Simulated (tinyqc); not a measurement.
Shallow acceptor in the spherical model (Baldereschi-Lipari), strong spin-orbit limit: one step, computed by the program tinyqc. Command: `OMP_NUM_THREADS=1 python tinyqc.py 3012404 3012405 out.jsonl acceptor walk`. One thread of a shared host (Intel(R) Xeon(R) Processor @ 2.30GHz), about 0.01 s of CPU time with the checks.

The 1S(3/2) state has an s envelope f(r) and a d envelope g(r). In effective units they obey -(f'' + 2f'/r + 2f/r) + mu (g'' + 5g'/r + 3g/r^2) = E f and -(g'' + 2g'/r - 6g/r^2 + 2g/r) + mu (f'' - f'/r) = E g. The cubic term, the split-off band and the central cell are left out.

Question. Matrices in a small basis. zeta_i = zeta_1 beta^(i-1), i = 1..n, in both channels. Basis: f_i = exp(-zeta_i r), g_i = r exp(-zeta_i r), weight r^2 dr, s = zeta_i + zeta_j. S_ff = 2/s^3, H_ff = zeta_i zeta_j S_ff - 2/s^2; S_gg = 24/s^5, H_gg = 8/s^3 + 24 zeta_i zeta_j/s^5 - 12/s^4; H(f_i, g_j) = mu (6 zeta_i^2/s^4 + 2 zeta_i/s^3); S_fg = 0. Each function is normalised by sqrt(S_ii).

Inputs (values chosen for the exercise, modelled on silicon): functions per channel n = 2; smallest exponent zeta_1 = 0.91 1/a*; ratio beta of exponents = 2.4.

mu = 0.4754930

Give: H; S.

Answer.

H (Ry*), lower triangle (symmetric):
```
         f1        f2     g1        g2
f1  -0.9919
f2  -0.8374  0.401856
g1   0.5683     1.287  1.022
g2   0.7772     3.274  2.282  8.945664
```

S, lower triangle (symmetric):
```
       f1     f2     g1     g2
f1  1.000
f2  0.757  1.000
g1  0.000  0.000  1.000
g2  0.000  0.000  0.628  1.000
```

Caution: gamma_3 and gamma_2 differ by more than 0.17 gamma_1: band warping, left out here, adds several per cent to the binding.
